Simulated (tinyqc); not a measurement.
Thermionic emission over a Gaussian spread of barriers: effect of the spread.

Metal on an n-type semiconductor with one parabolic valley; V > 0 is forward bias (metal positive). Patches of barrier height b are spread as a Gaussian with mean phi - r2 V and variance sg^2 + r3 V; each carries A* T^2 exp(-b/Vt) [exp(V/Vt) - 1].

A* = 4 pi q me m0 kB^2/h^3 (times 1e-4 for A/(cm^2 K^2)). At zero bias the mean of exp(-b/Vt) gives phi_ap(0) = phi - sg^2/(2 Vt), J0 = A* T^2 exp(-phi_ap(0)/Vt), and the current is centred on b = phi - sg^2/Vt.

Parameters, values chosen for the exercise; band and dielectric values those of a made-up semiconductor:
```
symbol,value,unit,meaning
T,300,K,temperature
me,0.22,m0,electron mass
phi,0.97,eV,barrier height seen from the metal
```

Constants: q = 1.602176634e-19 C, kB = 1.380649e-23 J/K, h = 6.62607015e-34 J s, m0 = 9.1093837015e-31 kg, Vt = kB T/q. Results are converted to the units shown.

Result of one run:
```
phi_ap(0) (eV)	J0 (A/cm^2)	barrier that carries most current (eV)
0.9449	3.179e-10	0.9199
```

Which standard deviation of the barrier heights sg gave this result: 0.02, 0.036, 0.052, 0.068 or 0.1 eV?

sg = 0.036 eV.

The whole series:
```
sg (eV)	phi_ap(0) (eV)	J0 (A/cm^2)	barrier that carries most current (eV)
0.02	0.9623	1.626e-10	0.9545
0.036	0.9449	3.179e-10	0.9199
0.052	0.9177	9.115e-10	0.8654
0.068	0.8806	3.833e-9	0.7911
0.084	0.8335	2.365e-8	0.6971
0.1	0.7766	2.139e-7	0.5832
0.116	0.7097	2.839e-6	0.4495
```

The apparent barrier falls from 0.962 to 0.710 eV, by sg^2/(2 Vt), and J0 grows by a factor of 17500 over the table. The lowering equals Vt at sg = sqrt(2) Vt = 0.0366 eV. In 3 of the 7 rows sg exceeds 3 Vt, so the current comes from more than three deviations below the mean, a tiny share of the area that a Gaussian of independent patches describes poorly.

Program tinyqc, `OMP_NUM_THREADS=1 python tinyqc.py 2640065 2640066 out.jsonl`; Intel Xeon 2.30GHz, shared host, one thread, about 0.01 s.
